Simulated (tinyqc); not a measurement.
# Resistance of a tapered via with liner, size effect and interface: effects of single changes

A round via whose diameter grows from db at the bottom as D(z) = db + 2 z/tan(ang). The fill, of diameter D - 2 tl, starts above the bottom liner (thickness fb tl) and has rho = rho0 (1 + ks lam/(D - 2 tl)); the sidewall liner conducts in parallel with it. The bottom liner and the interface are crossed over the full area pi db^2/4. Spreading in the lines above and below is left out.

Parameters, values chosen for the exercise; fill metal close to molybdenum:
- db = 40 nm (diameter at the bottom)
- hv = 130 nm (height)
- ang = 87 degrees (sidewall angle)
- rho0 = 5.42 uohm cm (bulk resistivity of the fill)
- lam = 11.4 nm (mean free path of the fill)
- ks = 0.6 (size-effect factor)
- tl = 0.4 nm (liner on the sidewall)
- fb = 0.5 (liner at the bottom over that on the sidewall)
- rl = 180 uohm cm (resistivity of the liner)
- ri = 5.1e-12 ohm cm^2 (interface resistivity at the bottom)
- Sb = 1.3e15 S/m^2 (ballistic conductance per area, about 3/(4 rho0 lam))
- rho2 = 5.18 uohm cm (bulk resistivity of the second fill (close to tungsten))
- lam2 = 15.4 nm (its mean free path)
- tl2 = 1.6 nm (its liner)

Each table varies one quantity; the others keep the values above.

## Via resistance against the diameter at the bottom

Slices between z0 = fb tl and hv, evaluated at their midpoints: conductance per length pi/4 [(D - 2 tl)^2/rho + (D^2 - (D - 2 tl)^2)/rl], slice resistance = slice height over that. 2000 slices. R_fill = sum of the slices; R_bottom = rl fb tl/(pi db^2/4); R_interface = ri/(pi db^2/4); ballistic (Sharvin) limit 1/(Sb pi (db - 2 tl)^2/4); ideal cylinder rho0 hv/(pi db^2/4).

Results:

| db (nm) | R_fill (ohm) | R_bottom (ohm) | R_interface (ohm) | R (ohm) | ballistic limit (ohm) | R over ideal cylinder | largest part |
|---|---|---|---|---|---|---|---|
| 6 | 165.3 | 12.73 | 18.04 | 196.0 | 36.22 | 0.7867 | fill |
| 11 | 54.08 | 3.788 | 5.367 | 63.24 | 9.414 | 0.8529 | fill |
| 16 | 27.33 | 1.790 | 2.537 | 31.66 | 4.239 | 0.9034 | fill |
| 22 | 15.23 | 0.9470 | 1.342 | 17.52 | 2.179 | 0.9450 | fill |
| 30 | 8.553 | 0.5093 | 0.7215 | 9.784 | 1.149 | 0.9815 | fill |
| 42 | 4.534 | 0.2598 | 0.3681 | 5.162 | 0.5770 | 1.015 | fill |
| 58 | 2.447 | 0.1363 | 0.1930 | 2.776 | 0.2993 | 1.041 | fill |
| 80 | 1.315 | 0.07162 | 0.1015 | 1.488 | 0.1561 | 1.061 | fill |

Estimate the missing row, db = 8.3 nm.

Computed row:

| db (nm) | R_fill (ohm) | R_bottom (ohm) | R_interface (ohm) | R (ohm) | ballistic limit (ohm) | R over ideal cylinder | largest part |
|---|---|---|---|---|---|---|---|
| 8.3 | 90.43 | 6.654 | 9.426 | 106.5 | 17.41 | 0.8179 | fill |

With this row back in the table: R falls from 196 to 1.49 ohm. The fill is the largest part at db = 6 and in all other rows. R goes as db^(-1.88) between the first two rows and db^(-1.94) between the last two; area alone gives -2.

## Via resistance against the interface resistivity at the bottom

Same model as above.

2000 slices.

The same in every row: R_fill (ohm) = 4.9740; R_bottom (ohm) = 0.28648; ballistic limit (ohm) = 0.63737.

Via resistance against the interface resistivity at the bottom:

| ri (ohm cm^2) | R_interface (ohm) | R (ohm) | R over ideal cylinder | largest part |
|---|---|---|---|---|
| 2e-13 | 0.015915 | 5.2764 | 0.94103 | fill |
| 5e-13 | 0.039789 | 5.3003 | 0.94529 | fill |
| 1e-12 | 0.079577 | 5.3401 | 0.95239 | fill |
| 2e-12 | 0.15915 | 5.4196 | 0.96658 | fill |
| 6e-12 | 0.47746 | 5.7380 | 1.0233 | fill |
| 1e-11 | 0.79577 | 6.0563 | 1.0801 | fill |
| 3e-11 | 2.3873 | 7.6478 | 1.3640 | fill |

R rises from 5.28 to 7.65 ohm. The fill is the largest part at ri = 2e-13 and in all other rows. The share of the two bottom terms goes from 5.73 to 35.0 %.

## Two fill metals against the diameter

2000 slices. R_fill = sum of the slices; R_bottom = rl fb tl/(pi db^2/4); R_interface = ri/(pi db^2/4). The second fill has rho2, lam2 and tl2 in place of rho0, lam and tl.

Results:

| db (nm) | R, first fill (ohm) | R, second fill (ohm) | ratio second/first |
|---|---|---|---|
| 6 | 196.04 | 505.86 | 2.5804 |
| 8.5 | 101.90 | 199.66 | 1.9594 |
| 12 | 53.857 | 88.906 | 1.6508 |
| 17 | 28.297 | 41.630 | 1.4712 |
| 24 | 14.886 | 20.211 | 1.3578 |
| 35 | 7.3065 | 9.3142 | 1.2748 |
| 70 | 1.9289 | 2.2861 | 1.1851 |
| 100 | 0.96234 | 1.1144 | 1.1580 |

Estimate the missing row, db = 49 nm.

Computed row:

| db (nm) | R, first fill (ohm) | R, second fill (ohm) | ratio second/first |
|---|---|---|---|
| 49 | 3.8418 | 4.7009 | 1.2236 |

With this row back in the table: The ratio goes from 2.58 to 1.16. The first fill gives the lower R in every row.

Program tinyqc, `OMP_NUM_THREADS=1 python tinyqc.py 2750035 2750036 out.jsonl`; Intel Xeon 2.30GHz, shared host, one thread, about 0.01 s.
